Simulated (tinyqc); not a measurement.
Oxidation of curved silicon (wires and holes): cylindrical Deal-Grove kinetics with stress-retarded reaction: one step, computed by the program tinyqc.

Silicon fills r < a and oxide a < r < b. One volume of silicon gives 2.25 volumes of oxide, and the length is fixed.

Task: Rate at the start. Geometry: b^2 = b0^2 + 1.25 (a0^2 - a^2), b0 = a0 + x_i. Rate of oxide made per interface area: q = 1/[1/k + 2 a |ln(b/a)|/B], and |da/dt| = q/2.25. Reaction k = (B/A) exp(-sigma V_k/(k_B T)). New oxide pushes the old with radial speed u = 1.25 |da/dt| at r = a; the shear stress at radius r is s_c asinh(z a^2/r^2), z = 2 eta u/(a s_c) (Eyring flow), and the compressive normal stress at the interface is sigma = |int_a^b 2 s/r dr| = s_c |F(z) - F(z a^2/b^2)|, F(y) = int_0^y asinh(w)/w dw. q and sigma are solved together. 1 MPa angstrom^3 = 6.241509e-6 eV.

Inputs (values chosen for the exercise, close to those used for silicon in dry oxygen): starting silicon radius a0 = 40 nm; starting oxide x_i = 1 nm; critical shear stress s_c = 76 MPa; activation volume V_k = 11 angstrom^3; temperature T = 975 C.

Shape: wire (convex).

B = 9578.493 nm^2/h

B/A = 32.44143 nm/h

low-stress viscosity eta = 3.216229e+13 Pa s

k_B T = 0.1075572 eV

Give: oxide radius b0; rate q without stress; normal stress sigma; factor on the reaction; rate q with stress.

Result:

oxide radius b0 = 41 nm

rate q without stress = 32.23 nm/h

normal stress sigma = 19.94 MPa

factor on the reaction = 0.9874

rate q with stress = 31.82 nm/h
